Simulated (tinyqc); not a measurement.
Precursor delivery by bubblers, mass-transport growth and the solid composition of a III-V alloy. Changing the group-V flow F_V. Computed by tinyqc, a small Python program. Command: `OMP_NUM_THREADS=1 python tinyqc.py 3009653 3009654 out.jsonl movpe_thermo sweep`. One thread of a shared host (Intel(R) Xeon(R) Processor @ 2.30GHz), about 0.01 s of CPU time with the checks.

1 sccm = 44.615 micromol/min; 1 torr = 133.322 Pa. The sources decompose fully at the surface.

Inputs (values chosen for the exercise, modelled on triethylgallium (source 1) and trimethylindium (source 2) for the vapour pressures): bath temperature T1 = 286 K; bath temperature T2 = 296 K; bubbler pressure p_b = 600 torr; carrier flow F1 = 17 sccm; carrier flow F2 = 43 sccm; total flow F_t = 22 slm; reactor pressure p = 200 torr; growth temperature T = 970 K; diffusivity at 273 K and 760 torr = 0.45 cm^2/s; flow cross-section A = 65 cm^2; distance from the leading edge z = 15 cm; lattice constant a = 5.66 angstrom; interaction L0 of the solid = 15.2 kJ/mol; log10 of p_B,eq over pure BC at 1000 K and 1 torr of group V (exaggerated: liquid indium has about -4.1) = -1.7 log10 torr; enthalpy of that equilibrium H = 380 kJ/mol.

Alloy: mixing on the group-III sites, with desorption of B.

constants a, b of source 1 (log10 torr, K): [8.049, 2162]

constants a, b of source 2 (log10 torr, K): [10.5, 3014]

Constants: k_B = 1.380649e-23 J/K; R = 8.314462618 J/(mol K).

Method:
- log10 p_v = a - b/T_bath; molar flow = F x 44.615 x p_v/(p_b - p_v) for a saturated bubbler.
- p_i = p n_i/(44615 F_t), F_t in slm; p_V = p F_V/(1000 F_t), counted per molecule supplied; V/III = 44.615 F_V/(n1 + n2); vapour fraction of source 2 = n2/(n1 + n2).
- Mean velocity u = (F_t/A)(760/p)(T/273); D = D0 (T/273)^1.75 (760/p); boundary layer delta = sqrt(pi D z/u); flux = D dp/(delta k_B T); growth rate = flux x a^3/4.
- A sticks fully. B desorbs: its surface pressure is p_B* = x gamma_B K/sqrt(p_V), ln gamma_B = L0 (1 - x)^2/(R T), K = 10^(log10 K at 1000 K) exp[-(H/R)(1/T - 1/1000)], p_V in torr. With equal diffusivities x = (p_2 - p_B*)/(p_1 + p_2 - p_B*). Growth rate = rate per torr x p_1/(1 - x).

One run for each value:
```
group-V flow F_V (sccm)  solid fraction x  share of B incorporated, 1 - p_B*/p_2  V/III ratio
19                                0.01873                                0.01123         80.1
37                                0.02679                                0.01620        155.9
70                                0.03812                                0.02332        294.9
130                               0.05451                                0.03392        547.7
250                               0.08154                                0.05224       1053.4
480                               0.12714                                0.08571       2022.4
910                               0.20903                                0.15551       3834.2
1700                              0.33665                                0.29864       7162.8
```

Describe and explain the trends.

Over the rows, solid fraction x rises from 0.0187 to 0.337 (exponent d ln y / d ln x 0.54 between the first rows and 0.76 between the last); share of B incorporated, 1 - p_B*/p_2 rises from 0.0112 to 0.299 (exponent d ln y / d ln x 0.55 between the first rows and 1.0 between the last); V/III ratio rises from 80.1 to 7160 (exponent d ln y / d ln x about 1.0 throughout). More group V lowers the equilibrium pressure of B as p_V^(-1/2) and so holds more B in the solid.

Caution (all rows): the boundary layer is a quarter or more of the root of the cross-section, so it fills much of the channel and depletion along the flow matters.

Extremes, crossings and ranges named in words are read from the listed rows.
